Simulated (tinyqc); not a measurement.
Against voltage: leakage through a gate insulator: direct, Fowler-Nordheim, trap-assisted and Poole-Frenkel currents. Computed by tinyqc, a small Python program. Command: `OMP_NUM_THREADS=1 python tinyqc.py 3024388 3024389 out.jsonl oxideleak walk`. One thread of a shared host (Intel(R) Xeon(R) Processor @ 2.30GHz), about 0.01 s of CPU time with the checks.

Electrons enter from the cathode Fermi level at x = 0; the conduction band of the insulator lies phi_b - e F x above it, F = V/t. WKB exponents use a parabolic band with mass m.

Inputs (values chosen for the exercise, with an insulator like SiO2):
```
quantity                     value   unit
thickness t                    3.1     nm
barrier phi_b                 3.21     eV
tunnelling mass m             0.38    m_0
static constant eps_ox        3.79      -
trap depth phi_t               1.7     eV
trap density N_t           1.6e+17  cm^-3
attempt rate nu_0            1e+13    1/s
activation of capture E_a     0.25     eV
temperature T                  400      K
```

Constants: e = 1.602176634e-19 C; hbar = 1.054571817e-34 J s; hbar^2/(2 m_0) = 3.80998212 eV angstrom^2; k_B = 8.617333262e-05 eV/K.

Method:
- For a level a distance phi(x) below the band, the WKB exponent is 2 int kappa dx with kappa = sqrt(m phi/(hbar^2/2m_0)); for a linear barrier from phi_1 down to phi_2 = max(phi_1 - e F d, 0) it is G = (4/3) sqrt(m/(hbar^2/2m_0)) (phi_1^(3/2) - phi_2^(3/2))/(e F).
- J_tun = e^3 F^2/(16 pi^2 hbar m phi_b) x exp(-G) / [1 - sqrt(phi_2/phi_b)]^2 with the free-electron mass in the cathode (m in m_0), phi_2 = max(phi_b - e V, 0): direct tunnelling for e V < phi_b, Fowler-Nordheim above. Image forces, back-flow and the limit on supply are left out, so J_tun is overstated below about 0.5 V.
- A trap at depth x lies phi_t below the band. Capture: tunnel at the cathode Fermi level from 0 to x (G_in from phi_1 = phi_b), rate nu_0 exp(-G_in - E_c/k_B T) with E_c = E_a + max(phi_b - phi_t - e F x, 0), the last term being the height of the trap above the cathode Fermi level. Emission: tunnel from the trap level to the anode (G_out from phi_1 = phi_t over t - x), rate nu_0 exp(-G_out - E_a/k_B T). Re-emission to the cathode follows from detailed balance, rate_back = rate_in exp(dE/k_B T) with dE = phi_b - phi_t - e F x. Each trap passes R = rate_in rate_out/(rate_in + rate_back + rate_out) electrons per second; filling from the anode is left out.
- J_TAT = e N_t int_0^t R dx by the midpoint rule on 400 intervals; the most effective depth is the midpoint with the largest R, rounded to 0.01 nm.

Currents:
```
V (V)  F (MV/cm)  J_tun (A/cm^2)  J_TAT (A/cm^2)  best depth (nm)
0.37       1.194      8.3191e-07      1.4336e-23             1.31
0.75       2.419      2.3473e-06      3.0598e-21             1.34
1.13       3.645      6.9419e-06      3.7748e-18             3.10
1.51       4.871      2.1698e-05      1.7126e-13             3.10
1.89       6.097      7.2510e-05      1.0471e-10             2.48
2.27       7.323      2.6339e-04      5.4707e-09             2.07
2.65       8.548      1.0669e-03      9.2849e-08             1.77
3.03       9.774      5.0000e-03      7.7834e-07             1.55
3.41      11.000      4.1985e-02      4.0696e-06             1.38
```

What follows from these numbers?

Tunnelling without traps rules in every row. Over the range J_tun grows by 4.7 decades and J_TAT by 17.5. The highest rows may lie beyond breakdown. Below about 0.5 V the formula for J_tun, which has no back-flow, overstates the current.

Extremes, crossings and ranges named in words are read from the listed rows.
